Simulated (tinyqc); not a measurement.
# One gate, two gates and a surrounding gate

Below threshold the potential that source and drain add obeys Laplace's equation, vanishes on the gates and decays along the channel as exp(-k y). The same ts (depleted depth over a conducting body, body thickness or wire diameter), ti and permittivities in three geometries; k is the smallest positive root of: one gate, f(k) = eps_r sin(k ti) cos(k ts) + ei cos(k ti) sin(k ts); two gates, f(k) = ei cos(k ti) cos(k ts/2) - eps_r sin(k ti) sin(k ts/2); wire, f(k) = ei J0(u)[J1(u) Y0(v) - Y1(u) J0(v)] - eps_r J1(u)[J0(u) Y0(v) - Y0(u) J0(v)], u = k ts/2, v = u + k ti. Parabolic estimates of l: sqrt((eps_r/ei) ts ti); sqrt((eps_r/(2 ei)) ts ti (1 + ei ts/(4 eps_r ti))); sqrt([2 eps_r ts^2 ln(1 + 2 ti/ts) + ei ts^2]/(16 ei)), in the same order.

Inputs (values chosen for the exercise); permittivities: semiconductor close to that of gallium nitride, insulator close to that of hafnium oxide:
```
symbol,value,unit,meaning
eps_r,9.44,,relative permittivity of the semiconductor
ei,22,,relative permittivity of the insulator
ti,5.5,nm,insulator thickness
ts,21,nm,depletion depth
```

Scale lengths (nm):
```
	Lambda = pi/k	l = 1/k	l(parabolic)
one gate over a conducting body	23.759	7.5627	7.0399
two gates	26.349	8.3870	8.9390
wire	17.340	5.5196	6.1258
```

What does the table show?

The wire has the shortest scale length, 0.658 times that of the double gate; the single gate over a conducting body has 0.902 times it, its layer ending directly on a conductor where the double gate has a second insulator. The parabolic estimates are 6.9 % below, 6.6 % above and 11 % above the exact l, in the order of the rows.

tinyqc, about 0.01 s, one thread, Intel Xeon 2.30GHz (shared host): `OMP_NUM_THREADS=1 python tinyqc.py 2420121 2420122 out.jsonl`
